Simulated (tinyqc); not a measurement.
MOSFET in the linear regime without short-channel effects, parameter extraction from computed curves: one step of the calculation.

Inversion charge Q = Cox n Vt W0(exp((Vg - VT)/(n Vt))), W0 the Lambert function and n = nf; u = Q/Cox; mobility mu = mu0/(1 + th1 u + th2 u^2); channel resistance Rch = (L - dL)/(W mu Q); Id = Vd/(Rch + Rsd/W). Cox = eps0 eox/tox. Small Vd, no channel-length or drain effects.

Task. The Y function. Y_i = Id_i/sqrt(gm_i). For Id = beta Vd x/(1 + th x), x = Vg - VT, Y = sqrt(beta Vd) x whatever th. Slope s from points 6 and 9; VT_Y = Vg - Y/s at point 9; beta = s^2/Vd; mobility beta L/(W Cox) with the drawn L; th* = (beta Vd x/Id - 1)/x at point 9.

Inputs (values chosen for the exercise); channel values of the order met in silicon transistors: relative permittivity of the gate insulator (close to silicon dioxide) eox = 3.9; insulator thickness tox = 1.3 nm; low-field mobility mu0 = 85 cm^2/(V s); second mobility attenuation factor th2 = 0 1/V^2; gate width W = 1 um; drawn gate length L = 0.89 um; drawn less effective length dL = 0.014 um; drain voltage Vd = 0.02 V.

Constants: eps0 = 8.8541878128e-14 F/cm where lengths are in cm. Results are converted to the units shown.

| point | Vg (V) | Id (uA) |
|---|---|---|
| 0 | 0.23 | 8.8670284e-4 |
| 1 | 0.33 | 0.012244104 |
| 2 | 0.43 | 0.10714740 |
| 3 | 0.53 | 0.36281996 |
| 4 | 0.63 | 0.68917503 |
| 5 | 0.73 | 1.0192072 |
| 6 | 0.83 | 1.3315628 |
| 7 | 0.93 | 1.6206127 |
| 8 | 1.03 | 1.8859367 |
| 9 | 1.13 | 2.1289080 |
| 10 | 1.23 | 2.3514596 |

| point | gm (uS) |
|---|---|
| 1 | 0.53130350 |
| 2 | 1.7528793 |
| 3 | 2.9101381 |
| 4 | 3.2819362 |
| 5 | 3.2119387 |
| 6 | 3.0070275 |
| 7 | 2.7718698 |
| 8 | 2.5414762 |
| 9 | 2.3276143 |

Give: Y; s; VT_Y; beta; mobility from Y; th*.

Result.

| point | Y (uA^0.5 V^0.5) |
|---|---|
| 1 | 0.01680 |
| 2 | 0.08093 |
| 3 | 0.2127 |
| 4 | 0.3804 |
| 5 | 0.5687 |
| 6 | 0.7679 |
| 7 | 0.9734 |
| 8 | 1.183 |
| 9 | 1.395 |

s = 2.092 uA^0.5 V^-0.5
VT_Y = 0.4629 V
beta = 218.8 uA/V^2
mobility from Y = 73.30 cm^2/(V s)
th* = 0.5562 1/V

The mobility from Y is 15 % below mu0 L/(L - dL) = 86.4 cm^2/(V s), which it should reach in deep inversion when th2 = 0.

Computed by the program tinyqc: `OMP_NUM_THREADS=1 python tinyqc.py 2210021 2210022 out.jsonl`, one thread of a shared Intel Xeon 2.30GHz, about 0.01 s for the whole run.
